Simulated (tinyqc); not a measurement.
## Reflectance at normal incidence against thickness

Normal incidence on air, film (n1) and substrate (N2 = n2 - i k2): r01 = (1 - n1)/(1 + n1), r12 = (n1 - N2)/(n1 + N2), amplitude (r01 + r12 X)/(1 + r01 r12 X), X = exp(-4 pi i n1 d/lam), R its squared modulus, phase from 0 to 360 degrees.

Inputs (values chosen for the exercise): wavelength lam = 546.1 nm; index of the transparent film n1 = 1.452; index of the substrate n2 = 4.086; extinction coefficient of the substrate k2 = 0.031.

Result of one run:

| d (nm) | R (%) | phase of the reflected amplitude (degrees) |
|---|---|---|
| 48 | 25.31 | 114.2 |

What becomes of these results when the film thickness d is changed from 48 to 166 nm, all else the same?

Result of the changed run:

| d (nm) | R (%) | phase of the reflected amplitude (degrees) |
|---|---|---|
| 166 | 34.33 | 207.4 |

The whole series:

| d (nm) | R (%) | phase of the reflected amplitude (degrees) |
|---|---|---|
| 0 | 36.82 | 179.8 |
| 24 | 33.78 | 149.6 |
| 48 | 25.31 | 114.2 |
| 71 | 15.15 | 67.84 |
| 95 | 10.21 | 356.2 |
| 119 | 16.08 | 286.6 |
| 142 | 26.31 | 241.9 |
| 166 | 34.33 | 207.4 |
| 190 | 36.79 | 177.4 |

R goes from 36.8 through a minimum of 10.2 (at d = 95 nm among the rows listed) to 36.8 %. At a quarter wave, d = 94.0 nm, R = 10.2 %; for a transparent substrate it would vanish for n1 = sqrt(n2) = 2.02.

Program tinyqc, `OMP_NUM_THREADS=1 python tinyqc.py 2870222 2870223 out.jsonl`; Intel Xeon 2.30GHz, shared host, one thread, about 0.01 s.
